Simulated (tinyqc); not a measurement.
Against voltage: leakage through a gate insulator: direct, Fowler-Nordheim, trap-assisted and Poole-Frenkel currents. Computed by tinyqc, a small Python program. Command: `OMP_NUM_THREADS=1 python tinyqc.py 3000287 3000288 out.jsonl oxideleak walk`. One thread of a shared host (Intel(R) Xeon(R) Processor @ 2.30GHz), about 0.01 s of CPU time with the checks.

Electrons enter from the cathode Fermi level at x = 0; the conduction band of the insulator lies phi_b - e F x above it, F = V/t. WKB exponents use a parabolic band with mass m.

Inputs (values chosen for the exercise, with an insulator like Si3N4):
```
quantity                   value   unit
thickness t                    2     nm
barrier phi_b               2.02     eV
tunnelling mass m           0.37    m_0
static constant eps_ox      7.16      -
trap depth phi_t             1.7     eV
trap density N_t           4e+18  cm^-3
attempt rate nu_0          1e+13    1/s
activation of capture E_a   0.16     eV
temperature T                200      K
```

Constants: e = 1.602176634e-19 C; hbar = 1.054571817e-34 J s; hbar^2/(2 m_0) = 3.80998212 eV angstrom^2; k_B = 8.617333262e-05 eV/K.

Method:
- For a level a distance phi(x) below the band, the WKB exponent is 2 int kappa dx with kappa = sqrt(m phi/(hbar^2/2m_0)); for a linear barrier from phi_1 down to phi_2 = max(phi_1 - e F d, 0) it is G = (4/3) sqrt(m/(hbar^2/2m_0)) (phi_1^(3/2) - phi_2^(3/2))/(e F).
- J_tun = e^3 F^2/(16 pi^2 hbar m phi_b) x exp(-G) / [1 - sqrt(phi_2/phi_b)]^2 with the free-electron mass in the cathode (m in m_0), phi_2 = max(phi_b - e V, 0): direct tunnelling for e V < phi_b, Fowler-Nordheim above. Image forces, back-flow and the limit on supply are left out, so J_tun is overstated below about 0.5 V.
- A trap at depth x lies phi_t below the band. Capture: tunnel at the cathode Fermi level from 0 to x (G_in from phi_1 = phi_b), rate nu_0 exp(-G_in - E_c/k_B T) with E_c = E_a + max(phi_b - phi_t - e F x, 0), the last term being the height of the trap above the cathode Fermi level. Emission: tunnel from the trap level to the anode (G_out from phi_1 = phi_t over t - x), rate nu_0 exp(-G_out - E_a/k_B T). Re-emission to the cathode follows from detailed balance, rate_back = rate_in exp(dE/k_B T) with dE = phi_b - phi_t - e F x. Each trap passes R = rate_in rate_out/(rate_in + rate_back + rate_out) electrons per second; filling from the anode is left out.
- J_TAT = e N_t int_0^t R dx by the midpoint rule on 400 intervals; the most effective depth is the midpoint with the largest R, rounded to 0.01 nm.

Currents:
```
V (V)  F (MV/cm)  J_tun (A/cm^2)  J_TAT (A/cm^2)  best depth (nm)
0.24        1.20            27.4      4.9984e-08             1.09
0.48        2.40            44.8      1.9516e-04             1.33
0.73        3.65            76.4      2.6137e-03             0.97
0.98        4.90           133.6      4.4974e-03             0.94
1.22        6.10           234.9      5.9210e-03             0.93
1.46        7.30           426.1      7.6112e-03             0.92
1.71        8.55           822.4      1.0008e-02             0.91
1.96        9.80          1591.3      1.3592e-02             0.90
2.20       11.00          4868.8      1.9600e-02             0.88
```

What does the comparison show, and why?

Tunnelling without traps rules in every row. Over the range J_tun grows by 2.3 decades and J_TAT by 5.6. The highest rows may lie beyond breakdown. Below about 0.5 V the formula for J_tun, which has no back-flow, overstates the current.

Extremes, crossings and ranges named in words are read from the listed rows.
